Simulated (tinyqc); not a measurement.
Adsorption as a lattice gas: isotherms with interactions, competition, desorption peaks and saturation dose: one step, computed by the program tinyqc.

One adsorbate per site; a molecule needs 1 empty site. Gas and surface have the same temperature.

Problem. Flux and the Langmuir coverage. Flux F = p/sqrt(2 pi M k_B T); k_d = nu exp(-E/(k_B T)); s0 F (1 - theta) = N_s k_d theta, so y = s0 F/(N_s k_d), theta = y/(1 + y). With a second gas on the same sites theta = y/(1 + y + K_B p_B).

Inputs (values chosen for the exercise, for a model surface):
```
quantity                             value    unit
desorption energy E                   1.69      eV
prefactor nu                       1.1e+12     1/s
site density N_s                        15  1/nm^2
molecular mass M                      23.3       u
sticking coefficient s0             0.0076       -
temperature T                          549       K
pressure p                           3e-05      Pa
blocking by a second gas, K_B p_B     0.94       -
```

Adsorption: molecular (first order).

Constants: u = 1.6605390666e-27 kg; k_B = 1.380649e-23 J/K; k_B = 8.617333262e-05 eV/K.

Give: flux F; k_d; y; Langmuir coverage; coverage with the second gas.

Solution.

flux F = 0.69888 1/(nm^2 s)

k_d = 3.3676e-04 1/s

y = 1.0515

Langmuir coverage = 0.51255

coverage with the second gas = 0.35149
